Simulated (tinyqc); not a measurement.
# Bulk resistivity and mean free path from two films

Question. In the thick-film limit single-crystal films obey rho = rho0 (1 + 3 (1 - ps) lam/(8 d)). Find rho0, lam and the product rho0 lam.

Inputs (values chosen for the exercise):
```
symbol,value,unit,meaning
ps,0.5,,specular share of surface scattering
```

rho at d = 84 and 210 nm (uohm cm): 1.8228348  1.7311339

Answer. rho is a straight line in 1/d: the intercept is rho0 and the slope (3/8)(1 - ps) rho0 lam. Without ps only the product (1 - ps) lam could be found.

rho0 = 1.670 uohm cm
lam = 41.00 nm
rho0 lam = 68.47 uohm cm nm

Program tinyqc, `OMP_NUM_THREADS=1 python tinyqc.py 2100039 2100040 out.jsonl`; Intel Xeon 2.30GHz, shared host, one thread, about 0.01 s.
